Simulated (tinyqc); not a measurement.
Gain spectrum: optical gain and spontaneous emission in a bulk direct-gap semiconductor.

Parabolic bands, vertical transitions, no excitons. For each hole band j: mr = me mj/(me + mj); joint density of states J_j(E) = (mr/c)^(3/2) sqrt(E - Eg)/(2 pi^2), both spins, c = hbar^2/2m0; averaged matrix element |e.p|^2 = m0 Ep/6; alpha_j(E) = 4 pi^2 alpha_f c Ep J_j/(3 nr E) in 1/angstrom (alpha_f the fine-structure constant, listed as alpha among the constants), times 1e8 for 1/cm.

F_j(eta) = (1/Gamma(j + 1)) integral_0^infinity x^j dx/(1 + exp(x - eta)), which tends to exp(eta) for eta << 0.

Quasi-Fermi levels: n = Nc F_1/2(Fc/kT) and p = Nv F_1/2(Fv/kT), Fc counted up from the conduction edge and Fv down from the valence edge; Nc, Nv from N = 2 (m kB T/(4 pi c))^(3/2) with c = hbar^2/2m0, in 1/angstrom^3; times 1e24 for 1/cm^3, with me and (mhh^(3/2) + mlh^(3/2))^(2/3).

For band j the electron sits at Ee = (E - Eg) mr/me above its edge and the hole at Eh = (E - Eg) mr/mj; fe = 1/(1 + exp((Ee - Fc)/kT)), fh = 1/(1 + exp((Eh - Fv)/kT)); gain g = sum_j alpha_j (fe + fh - 1).

Constants: hbar^2/2m0 = 3.80998211 eV angstrom^2; fine-structure constant alpha = 0.007297352564; kB = 8.617333262e-05 eV/K.

Values chosen for the exercise (near those of InP; the results hold for these values, not for the real material): Eg = 1.337 eV (direct gap); me = 0.0817 m0 (electron mass); mhh = 0.598 m0 (heavy-hole mass); mlh = 0.0924 m0 (light-hole mass); Ep = 21.2 eV (Kane energy); nr = 3.34 (refractive index); T = 300 K; n = 2.4e+18 1/cm^3 (injected density, n = p).

At the density n.

Spectrum:
```
E - Eg (eV)  alpha, empty (1/cm)  fe, heavy  fh, heavy  g (1/cm)
0.005                       2359      0.932      0.169       235
0.010                       3324      0.920      0.166       278
0.020                       4666      0.891      0.160       224
0.030                       5673      0.854      0.154        38
0.045                       6872      0.778      0.145      -472
0.060                       7850      0.677      0.136     -1268
0.080                       8937      0.515      0.126     -2741
0.100                       9852      0.350      0.116     -4501
0.130                      11004      0.162      0.102     -7095
0.170                      12249      0.047      0.087     -9804
0.220                      13487      0.009      0.070    -12100
```

Fc + Fv = 0.0315 eV

g is positive below E - Eg = 0.0315 eV; the largest value listed is 278 1/cm at 0.010 eV. At 0.220 eV above the gap g is -0.90 times the absorption of the empty crystal, whose limit is -1.

Computed by tinyqc, a small Python program: `OMP_NUM_THREADS=1 python tinyqc.py 1651260 1651261 out.jsonl` (the numbers bound the seed that draws the inputs); one thread of a shared host (Intel(R) Xeon(R) Processor @ 2.30GHz), about 0.1 s for the whole set of steps.
